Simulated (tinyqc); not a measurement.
Cooling rate: nucleation and growth of vacancy voids in a cooling silicon-like crystal. Computed by tinyqc, a small Python program. Command: `OMP_NUM_THREADS=1 python tinyqc.py 3009625 3009626 out.jsonl voids walk`. One thread of a shared host (Intel(R) Xeon(R) Processor @ 2.30GHz), about 0.7 s of CPU time with the checks.

Spherical voids; vacancies are lost only to voids.

Inputs (values chosen for the exercise, close to those used for silicon):
```
quantity,value,unit
vacancy density at the melting point C_m,4.8e+14,1/cm^3
formation energy E_f,4.28,eV
melting point T_m,1685,K
diffusion prefactor D0,0.0015,cm^2/s
migration energy E_m,0.47,eV
site density rho,5e+22,1/cm^3
void surface energy gamma,0.924,J/m^2
cooling rate q,3.4,K/min
ratio (V/G)/xi_c,2.15,-
limit of the excess at high V/G,1.1e+14,1/cm^3
temperature step,0.125,K
```

Vacancy supply: from V/G.

Constants: k_B = 8.617333262e-05 eV/K; k_B = 1.380649e-23 J/K.

Method:
- C = C_x (u - 1)/(u + 0.2) with u = (V/G)/xi_c, a form chosen for the exercise.
- C_e = C_m exp[-(E_f/k_B)(1/T - 1/T_m)]; D = D0 exp(-E_m/(k_B T)); f = k_B T ln(C/C_e); r* = 2 gamma/(rho f); W* = 16 pi gamma^3/(3 rho^2 f^2); Z = f/sqrt(12 pi W* k_B T); I = rho Z (4 pi r* D C) exp(-W*/(k_B T)).
- March down from 1500 K in steps dT, dt = dT/q, with values at the upper end of each step: a class of I dt voids is born with r*; then all classes grow by r^2 += 2 D (C - C_e) dt/rho; C falls by the vacancies added to voids. Stop at 1150 K. T_n is the T of the largest I, N the final count (classes under 1e-6 /cm^3 are dropped), and the mean radius the number average.

initial excess C = 5.38298e+13 1/cm^3

At fixed C:
```
q (K/min),T_n (K),N (1/cm^3),mean radius (nm)
0.34,1400.750,1.2524e+05,126.22
0.85,1396.750,4.8535e+05,80.31
1.70,1393.500,1.3521e+06,57.05
3.40,1390.125,3.7663e+06,40.52
6.80,1386.625,1.0488e+07,28.78
14.00,1382.625,3.0470e+07,20.16
34.00,1377.375,1.1284e+08,13.02
```

What follows from these numbers?

Over the rows N goes as q^1.48 and the radius as q^-0.49, near the 3/2 and -1/2 of the scaling argument (depletion time 1/(4 pi N r D) equal to the time in the nucleation range, at fixed N r^3). T_n drops only 23 K for a factor 100 in q. Fast cooling gives many small voids, which an anneal can dissolve.

Extremes, crossings and ranges named in words are read from the listed rows.
